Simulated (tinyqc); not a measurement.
p-n diode, drift-diffusion by the Gummel loop with Scharfetter-Gummel fluxes: two steps of the calculation.

Abrupt junction at x = 0, p side from -Lp, n side to Ln, ohmic contacts. psi is counted from the intrinsic level; n = ni exp((psi - phin)/Vt), p = ni exp((phip - psi)/Vt). Contacts: p side psi = V - Vt ln(Na/ni), p = Na, n = ni^2/Na; n side psi = Vt ln(Nd/ni), n = Nd, p = ni^2/Nd. Constant mobilities, D = mu Vt, Boltzmann statistics, SRH recombination through a mid-gap level, U = (n p - ni^2)/(tp (n + ni) + tn (p + ni)). Current is positive from the p contact to the n contact.

Parameters, values chosen for the exercise; band and dielectric values close to those of indium phosphide: temperature T = 350 K; relative permittivity eps_r = 12.5; acceptor density of the p side Na = 1.5e17 cm^-3; donor density of the n side Nd = 3e16 cm^-3; hole mobility mup = 120 cm^2/(V s); SRH lifetime of electrons tn = 2e-9 s; SRH lifetime of holes tp = 2e-7 s; uniform generation rate G = 0 cm^-3 s^-1; bias of the p contact V = 1.1 V.

Constants: q = 1.602176634e-19 C, kB = 1.380649e-23 J/K, Vt = kB T/q, eps0 = 8.8541878128e-14 F/cm where lengths are in cm. Results are converted to the units shown.

Problem 1. Hole continuity. With psi and the new n held, F_i = (mup Vt/h_i) [p_(i+1) B(-d_i) - p_i B(d_i)], d_i = (psi_(i+1) - psi_i)/Vt, B(d) = d/(exp(d) - 1); solve F_i - F_(i-1) = w_i [(n_i p_i - ni^2)/den_i - G] for the new p, with den = tp (n + ni) + tn (p + ni) taken at the new n and the old p, h_i = x_(i+1) - x_i, w_i = (h_(i-1) + h_i)/2; phip = psi + Vt ln(p/ni).

```
node	x (nm)	psi (V)	new n (cm^-3)	p after Poisson (cm^-3)
0	-1000	0.52687353	4.6857105	1.5e17
1	-630	0.52182292	2.3823773e15	1.7734414e17
2	-388	0.52181840	4.0747952e15	1.7737074e17
3	-230	0.52181840	5.1805120e15	1.7737072e17
4	-127	0.52182015	5.9018831e15	1.7736042e17
5	-58.8	0.52192258	6.4003206e15	1.7675911e17
6	-14.5	0.52453731	7.3040427e15	1.6208073e17
7	14.5	0.55374690	1.9580818e16	6.1536352e16
8	91.8	0.55640856	2.1953416e16	5.6338538e16
9	298	0.55644383	2.3424521e16	5.6272701e16
10	846	0.55644389	2.7265434e16	5.6272577e16
11	2310	0.55644345	3.7540311e16	5.6273411e16
12	6200	0.52458475	3e16	23.428552
```

ni = 8.3836542e8 cm^-3

Wanted: new p; phip after round 1.

Solution 1.

```
node	new p (cm^-3)	phip after round 1 (V)
0	1.500e17	1.100
1	1.719e17	1.099
2	1.687e17	1.098
3	1.667e17	1.098
4	1.653e17	1.098
5	1.639e17	1.098
6	1.498e17	1.098
7	5.664e16	1.098
8	5.095e16	1.097
9	4.837e16	1.095
10	4.182e16	1.091
11	2.515e16	1.076
12	23.43	0.000
```

Problem 2. Poisson equation. With phin and phip held, solve a_i (psi_(i+1) - psi_i) - a_(i-1) (psi_i - psi_(i-1)) + q w_i (p_i - n_i + C_i) = 0 for the inner nodes by Newton steps to convergence; a_i = eps0 eps_r/h_i, h_i = x_(i+1) - x_i, w_i = (h_(i-1) + h_i)/2, C = -Na or +Nd.

```
node	x (nm)	phin after round 1 (V)	phip after round 1 (V)
0	-1000	1.1000000	1.1000000
1	-630	0.0736381	1.0990525
2	-388	0.0574457	1.0984866
3	-230	0.0502046	1.0981206
4	-127	0.0462744	1.0978839
5	-58.8	0.0439315	1.0977277
6	-14.5	0.0425626	1.0976219
7	14.5	0.0420301	1.0975001
8	91.8	0.0412422	1.0969661
9	298	0.0393213	1.0954376
10	846	0.0347418	1.0910478
11	2310	0.0250961	1.0757106
12	6200	0.0000000	0.0000000
```

ni = 8.3836542e8 cm^-3

Wanted: psi; n after Poisson; p after Poisson.

Solution 2.

```
node	psi (V)	n after Poisson (cm^-3)	p after Poisson (cm^-3)
0	0.5269	4.686	1.500e17
1	0.5254	2.682e15	1.527e17
2	0.5245	4.450e15	1.545e17
3	0.5239	5.550e15	1.555e17
4	0.5235	6.247e15	1.562e17
5	0.5235	6.754e15	1.553e17
6	0.5287	8.371e15	1.307e17
7	0.5746	3.906e16	2.839e16
8	0.5820	5.130e16	2.180e16
9	0.5804	5.185e16	2.185e16
10	0.5759	5.195e16	2.195e16
11	0.5646	4.919e16	1.919e16
12	0.5246	3.000e16	23.43
```

Numbers from tinyqc (`OMP_NUM_THREADS=1 python tinyqc.py 2240119 2240120 out.jsonl`; about 0.2 s on one thread of a shared Intel Xeon 2.30GHz).
